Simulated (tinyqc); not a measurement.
Eight-band Kane k.p model, step by step. Values are carried at full precision from step to step, so a last printed digit may differ when a step is redone from the rounded ones.

Constants: hbar^2/2m0 = 3.80998211 eV angstrom^2.

Parameters, chosen for this exercise (near those of GaSb; shifted at random, so the results belong to these values and not to a real crystal):
```
symbol  value                   unit        meaning
Eg      0.786                   eV          gap at Gamma to the s-like level
Dso     0.788                   eV          spin-orbit splitting
Ep      26.4                    eV          Kane energy
me      0.0396                  m0          electron mass at Gamma
g1      13.38                               Luttinger gamma1
g2      4.7                                 gamma2
g3      5.91                                gamma3
k       (-0.035, 0.006, 0.026)  1/angstrom  wave vector
kmax    0.1                     1/angstrom  end of the path
```

## Derived values

P = sqrt(Ep c); A = 1/me - Ep (Eg + 2 Dso/3)/(Eg (Eg + Dso)) keeps the electron mass; g1' = g1 - Ep/(3 Eg), g2' = g2 - Ep/(6 Eg), g3' = g3 - Ep/(6 Eg) remove the coupling to S that the Luttinger values already hold; L = -c (g1' + 4 g2'), M = -c (g1' - 2 g2'), N = -6 c g3'. c = hbar^2/2m0.

P = 10.0291 eV angstrom
A = -2.7302

g1', g2', g3': [2.1841, -0.8980, 0.3120]

L, M, N (eV angstrom^2): [5.3636, -15.1637, -7.1331]

The coupling to the valence bands supplies 27.98, against 1/me = 25.25; A makes up the difference. The diagonal terms in A and L bend towards the gap, so the set should be tested for spurious states at large k.

## The Hamiltonian at one k

Eight-band Kane model, basis S, X, Y, Z times spin, zero of energy at the top of the unstrained valence band, c = hbar^2/2m0. Within each spin: H_SS = Eg + A c k^2, H_SX = i P kx (likewise Y, Z), H_XX = -Dso/3 + L kx^2 + M (ky^2 + kz^2), H_XY = N kx ky, and cyclic. Spin-orbit term (Dso/3) L.sigma on X, Y, Z with (L_k)_ij = -i epsilon_kij: <X+|H|Y+> = -i Dso/3, <X+|H|Z-> = Dso/3, <Y+|H|Z-> = -i Dso/3, <Z+|H|X-> = -Dso/3, <Z+|H|Y-> = i Dso/3, <X-|H|Y-> = i Dso/3, and their conjugates; + and - are the spin along z. Terms from inversion asymmetry are left out, so every level is twofold.

Fill in the matrix.

H(k) (eV), rows S+, X+, Y+, Z+, S-, X-, Y-, Z- and columns alike:
$$\begin{pmatrix}
0.7659 & -0.3510i & 0.0602i & 0.2608i & 0 & 0 & 0 & 0 \\
0.3510i & -0.2669 & 0.0015-0.2627i & 0.0065 & 0 & 0 & 0 & 0.2627 \\
-0.0602i & 0.0015+0.2627i & -0.2913 & -0.0011 & 0 & 0 & 0 & -0.2627i \\
-0.2608i & 0.0065 & -0.0011 & -0.2782 & 0 & -0.2627 & 0.2627i & 0 \\
0 & 0 & 0 & 0 & 0.7659 & -0.3510i & 0.0602i & 0.2608i \\
0 & 0 & 0 & -0.2627 & 0.3510i & -0.2669 & 0.0015+0.2627i & 0.0065 \\
0 & 0 & 0 & -0.2627i & -0.0602i & 0.0015-0.2627i & -0.2913 & -0.0011 \\
0 & 0.2627 & 0.2627i & 0 & -0.2608i & 0.0065 & -0.0011 & -0.2782
\end{pmatrix}$$

## Levels and orbital character

Diagonalise H; the levels come in pairs. The weights are summed over spin and averaged over each pair.

levels, each twofold (eV): [-0.8487, -0.1451, -0.0159, 0.9392]

weights, rows S, X, Y, Z; columns pair 1, pair 2, pair 3, pair 4:
$$\begin{pmatrix}
0.029 & 0.111 & 0.001 & 0.859 \\
0.346 & 0.353 & 0.216 & 0.086 \\
0.299 & 0.250 & 0.445 & 0.006 \\
0.326 & 0.287 & 0.339 & 0.048
\end{pmatrix}$$

The conduction pair has 14.1 % valence character at this k; the valence pair with most S character is pair 2 (11.1 %).

## Bands along [111] and [110]

The same diagonalisation at six points |k| = 0, kmax/5, ..., kmax along each direction.

Levels (eV):
```
direction  |k| (1/angstrom)   pair 1   pair 2   pair 3  pair 4
[111]                 0.000  -0.7880   0.0000   0.0000  0.7860
[111]                 0.020  -0.8000  -0.0363  -0.0024  0.8226
[111]                 0.040  -0.8383  -0.1259  -0.0095  0.9152
[111]                 0.060  -0.9090  -0.2351  -0.0214  1.0362
[111]                 0.080  -1.0193  -0.3391  -0.0380  1.1681
[111]                 0.100  -1.1714  -0.4268  -0.0594  1.3020
[110]                 0.000  -0.7880   0.0000   0.0000  0.7860
[110]                 0.020  -0.8000  -0.0356  -0.0032  0.8226
[110]                 0.040  -0.8377  -0.1242  -0.0127  0.9160
[110]                 0.060  -0.9060  -0.2347  -0.0279  1.0392
[110]                 0.080  -1.0101  -0.3453  -0.0480  1.1750
[110]                 0.100  -1.1517  -0.4467  -0.0719  1.3146
```

At kmax the conduction band lies 12.6 meV and the top valence band 12.4 meV apart between the two directions. k.p holds near Gamma; the zone edge lies near 1 1/angstrom.

## Masses at Gamma

m*/m0 = c h^2/(E(h) - E(0)) with |k| = h = 0.0001 1/angstrom; negative values are hole-like.

Masses (m0):
```
direction  pair 1  pair 2  pair 3  pair 4
[111]      -0.129  -0.040  -0.641   0.040
[110]      -0.129  -0.041  -0.473   0.040
```

Without strain the limits are known: me for pair 4, -1/(g1 -/+ 2 g2) for the heavy and light holes along [100], -1/(g1 -/+ 2 g3) along [111], and -1/(g1 - Ep Dso/(3 Eg (Eg + Dso))) = -0.129 for the split-off band.

## Checks

- Electron mass of the unstrained model by finite differences against the input me: both 0.03960.
- Heavy-hole mass along [100] against 1/(g1 - 2 g2): both 0.2513.
- Light-hole mass along [100] against 1/(g1 + 2 g2): both 0.04390.

Run: tinyqc, `OMP_NUM_THREADS=1 python tinyqc.py 1050708 1050709 out.jsonl`; Intel(R) Xeon(R) Processor @ 2.30GHz, one thread, shared host; about 0.01 s of CPU time with all checks.
